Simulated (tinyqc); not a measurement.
# A spin-degenerate level with charging energy between two leads, rate equations: current against bias

States 0, up, down and 2 with energies 0, e1 - Ez/2, e1 + Ez/2 and 2 e1 + U. mu_L = +V/2, mu_R = -V/2 (meV), f(x) = 1/(1 + exp(x/kB T)). A transition that adds one electron of given spin at the energy E has the rate G f(E - mu) from each lead, and its reverse G [1 - f(E - mu)]. I counts electrons leaving the left lead, times q.

Transition energies: 0-up e1 - Ez/2, 0-down e1 + Ez/2, up-2 e1 + U + Ez/2, down-2 e1 + U - Ez/2. dp/dt = W p; W_ji is the rate from state i to j, and each column sums to zero. Steady state: W p = 0 with sum p = 1. I = q GL sum over transitions i-j of [fL p_i - (1 - fL) p_j].

Inputs (values chosen for the exercise):

| symbol | value | unit | meaning |
|---|---|---|---|
| U | 3.2 | meV | charging energy of the second electron |
| e1 | 0.41 | meV | level |
| GL | 0.071 | 1/ns | tunnel rate to the left lead |
| GR | 0.24 | 1/ns | tunnel rate to the right lead |
| T | 1.3 | K | temperature |
| Ez | 0.49 | meV | Zeeman splitting |

Constants: q = 1.602176634e-19 C, kB = 1.380649e-23 J/K, Vt = kB T/q. Results are converted to the units shown.

Result of one run:
```
V (mV)  I (pA)  I (GL + GR)/(q GL GR)  mean number  p(up) - p(down)
8.19     17.34                  1.976       0.4510          5.40e-3
```

What becomes of these results when the bias V is changed from 8.19 to 2.68 mV, all else the same?

Result of the changed run:
```
V (mV)  I (pA)  I (GL + GR)/(q GL GR)  mean number  p(up) - p(down)
2.68     14.28                  1.627       0.3714          5.26e-4
```

The whole series:
```
V (mV)  I (pA)  I (GL + GR)/(q GL GR)  mean number  p(up) - p(down)
0.32     3.907                 0.4451       0.1541            0.149
1.11     10.07                  1.147       0.2634            0.159
1.89     13.88                  1.581       0.3611           0.0166
2.68     14.28                  1.627       0.3714          5.26e-4
3.47     14.29                  1.628       0.3717          1.55e-5
4.25     14.29                  1.628       0.3717          1.32e-6
5.04     14.29                  1.628       0.3717          2.88e-5
5.83     14.32                  1.631       0.3723          9.59e-4
6.62     14.80                  1.686       0.3849           0.0200
7.4      15.89                  1.810       0.4132           0.0393
8.19     17.34                  1.976       0.4510          5.40e-3
8.98     17.55                  1.999       0.4564          1.77e-4
9.76     17.56                  2.000       0.4566          5.47e-6
```

The scaled current rises from 0.445 to 2.00. A transition enters the bias window when V = 2 |E|: at 0.330, 1.31, 6.73, 7.71 mV, each step a few kB T = 0.112 meV wide. With all four transitions inside, the scaled current tends to 2 and the mean number to 2 GL/(GL + GR) = 0.457; the last row has 2.00 and 0.457.

Range of the model: Rate equations need hbar G well below kB T; cotunnelling and the Kondo effect are left out.

Computed by the program tinyqc: `OMP_NUM_THREADS=1 python tinyqc.py 2780118 2780119 out.jsonl`, one thread of a shared Intel Xeon 2.30GHz, about 0.01 s for the whole run.
